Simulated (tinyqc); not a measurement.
Activation field and prefactor from two times.

Inverse problem. Merz's law: tau = t0 exp(Ea d/V). Find Ea and t0.

Parameters, values chosen for the exercise:
- d = 8 nm (film thickness)

tau at V = 0.68 and 0.95 V (ns): [51.526113, 11.067449]

Answer. ln(tau) is linear in 1/V with slope Ea d.

Ea = 4600 kV/cm
t0 = 0.2300 ns

Computed by the program tinyqc: `OMP_NUM_THREADS=1 python tinyqc.py 2860135 2860136 out.jsonl`, one thread of a shared Intel Xeon 2.30GHz, about 0.01 s for the whole run.
